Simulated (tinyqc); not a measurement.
Channel length: inversion-layer mobility, back-scattering and ballistic limit of a field-effect transistor. Computed by tinyqc, a small Python program. Command: `OMP_NUM_THREADS=1 python tinyqc.py 3031379 3031380 out.jsonl mos walk`. One thread of a shared host (Intel(R) Xeon(R) Processor @ 2.30GHz), about 0.01 s of CPU time with the checks.

The charge at the top of the source barrier is fixed by the gate; series resistance and short-channel effects are left out. F_j are Fermi integrals normalised to exp(eta) in the classical limit.

Inputs (values chosen for the exercise, modelled on a silicon n-channel):
```
quantity,value,unit
transport mass m,0.19,m_0
valley degeneracy g_v,2,-
weight w of the inversion charge,0.5,-
permittivity eps,11.7,-
"phonon mobility at 1 MV/cm and 300 K, mu_ph",350,cm^2/(V s)
"roughness mobility at 1 MV/cm, mu_sr",1500,cm^2/(V s)
"Coulomb mobility at N_inv = 1e12/cm^2, mu_C",990,cm^2/(V s)
electrical oxide thickness t_inv,3.9,nm
depletion charge N_dep,2e+11,1/cm^2
gate overdrive V_G - V_T,0.076,V
drain voltage V_D,0.05,V
exponent a of the critical length,0.78,-
temperature T,300,K
```

Statistics at the top of the barrier: non-degenerate.

Constants: eps_0 = 8.8541878128e-12 F/m; e = 1.602176634e-19 C; m_0 = 9.1093837015e-31 kg; k_B = 1.380649e-23 J/K; hbar = 1.054571817e-34 J s; k_B = 8.617333262e-05 eV/K.

Method:
- N_inv = 3.9 eps_0 (V_G - V_T)/(e t_inv); effective field E_eff = e (N_dep + w N_inv)/(eps eps_0).
- mu_phonon = mu_ph (E_eff/1 MV/cm)^(-0.3) (T/300 K)^(-1.75); mu_rough = mu_sr (E_eff/1 MV/cm)^(-2); mu_Coulomb = mu_C (N_inv/1e12 cm^-2) (T/300 K); Matthiessen's rule adds 1/mu.
- Non-degenerate: every F_j(eta) is replaced by exp(eta).
- Ballistic channel: N_2D = g_v m k_B T/(pi hbar^2), U = e V_D/(k_B T); eta_F solves N_inv = (N_2D/2)[F_0(eta_F) + F_0(eta_F - U)]; v_T = sqrt(2 k_B T/(pi m)); I/W = e (N_2D/2) v_T [F_1/2(eta_F) - F_1/2(eta_F - U)]; injection velocity v_T F_1/2(eta_F)/F_0(eta_F).
- Mean free path lambda = (2 k_B T/e)(mu/v_T) F_0(eta_0)/F_-1/2(eta_0), with eta_0 from N_inv = N_2D F_0(eta_0); critical length l = L (1 + U)^(-a), an empirical rule; back-scattering r = l/(l + lambda). Then eta solves N_inv = (N_2D/2)[(1 + r) F_0(eta) + (1 - r) F_0(eta - U)] and I/W = e (N_2D/2) v_T (1 - r)[F_1/2(eta) - F_1/2(eta - U)].
- The last column is the long-channel law e N_inv mu V/L with V = V_D - V_D^2/(2 V_ov) below pinch-off and V_ov/2 above, V_ov = V_G - V_T.

inversion density N_inv = 4.20003e+11 1/cm^2

effective mobility mu = 273.469 cm^2/(V s)

ballistic current I/W = 62.0780 microampere/micrometre

Currents (microampere/micrometre):
```
L (nm),r,I/W,ballistic ratio,long-channel law
5,0.15861,46.696,0.75222,123.49
10,0.27379,37.423,0.60285,61.74
20,0.42988,26.785,0.43148,30.87
40,0.60129,17.077,0.27509,15.44
80,0.75100,9.900,0.15948,7.72
160,0.85780,5.379,0.08665,3.86
400,0.93781,2.270,0.03656,1.54
1000,0.97416,0.928,0.01495,0.62
```

The current scales as L^-0.98 at the long end and as L^-0.32 at the short end, where it reaches 75 % of the ballistic 62.1. The long-channel law passes the ballistic limit between 5.00 and 10.0 nm and has no meaning below. At 1000 nm the model gives 1.50 times the long-channel law; the rule for l is a fit for short devices and fails wherever the model exceeds that law. Raising mu by 10 % at 20 nm raises I by 5.5 %.

Extremes, crossings and ranges named in words are read from the listed rows.
